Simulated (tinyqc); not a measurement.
## Thin-body transistor below threshold, two-dimensional Poisson equation on a small mesh: effect of the gate voltage

A thin body on a thick buried insulator of low permittivity, taken as carrying no normal field at the bottom of the body (row 0). Mobile charge is neglected (subthreshold), the body is fully depleted, and potentials are counted from the intrinsic level; rows run upward to the gate, columns from source to drain.

Mesh: rows i = 0..12 in the semiconductor (step hs = tb/12, row 12 on the interface), then 8 step(s) ho = tox/8 up to the gate row 20; columns j = 0..80 (step hy = L/80). Box integration, divided by eps0: up_i = eps hy/h of the interval above row i, dn_i = that of the interval below (0 for row 0), lat_i = (sum of eps h/2 over the intervals above and below)/hy, s_i = -q Na w_i hy/eps0 with w_i the semiconductor height of the box (hs/2 for row 0 and the interface row, hs between, 0 in the insulator). Each free node obeys (up + dn + 2 lat) psi = up psi(above) + dn psi(below) + lat [psi(left) + psi(right)] + s. Fixed values: gate row Vg - Vfb; column 0 at Vbi and the last column at Vbi + Vd in the semiconductor, each running linearly to Vg - Vfb across the insulator. The system is solved directly. On row 0 the minimum of psi and its place come from a parabola through the three lowest nodes; barrier = Vbi - minimum, swing = Vt ln 10/(d psi/dVg), DIBL = (d psi/dVd)/(d psi/dVg) there. Lambda = pi/k with k the smallest positive root of tan(k tox) tan(k tb) = eox/eps_r.

Inputs (values chosen for the exercise); semiconductor permittivity close to that of silicon:

| symbol | value | unit | meaning |
|---|---|---|---|
| T | 293 | K | temperature |
| eps_r | 11.8 |  | relative permittivity of the semiconductor |
| eox | 3.9 |  | relative permittivity of the insulator |
| tb | 3 | nm | body thickness |
| tox | 1.9 | nm | insulator thickness |
| L | 25 | nm | channel length |
| Na | 2.6e18 | cm^-3 | acceptor density of the depleted body |
| Vbi | 0.47 | V | potential of the source |
| Vfb | -0.04 | V | gate offset |
| Vd | 0.5 | V | drain voltage |

Constants: q = 1.602176634e-19 C, kB = 1.380649e-23 J/K, Vt = kB T/q, eps0 = 8.8541878128e-14 F/cm where lengths are in cm. Results are converted to the units shown.

Effect of the gate voltage:

| Vg (V) | L/Lambda | barrier (V) | place y/L | swing (mV/decade) | DIBL (mV/V) |
|---|---|---|---|---|---|
| -0.2 | 1.721 | 0.5834 | 0.4502 | 68.32 | 64.37 |
| -0.12 | 1.721 | 0.5154 | 0.4455 | 68.41 | 62.78 |
| -0.04 | 1.721 | 0.4475 | 0.4396 | 68.52 | 60.91 |
| 0.04 | 1.721 | 0.3797 | 0.4324 | 68.68 | 58.65 |
| 0.12 | 1.721 | 0.3121 | 0.4230 | 68.92 | 55.88 |
| 0.2 | 1.721 | 0.2447 | 0.4103 | 69.30 | 52.39 |

What does the comparison show?

As Vg goes from -0.2 to 0.2 V, the barrier falls from 0.583 to 0.245 V, the swing rises from 68.3 to 69.3 mV a decade and DIBL falls from 64.4 to 52.4 mV/V; the ideal swing is 58.1. The barrier top moves from y/L = 0.450 to 0.410, towards the source. In every row the body is under 5 nm thick, where quantum confinement matters.

Numbers from tinyqc (`OMP_NUM_THREADS=1 python tinyqc.py 2480114 2480115 out.jsonl`; about 0.1 s on one thread of a shared Intel Xeon 2.30GHz).
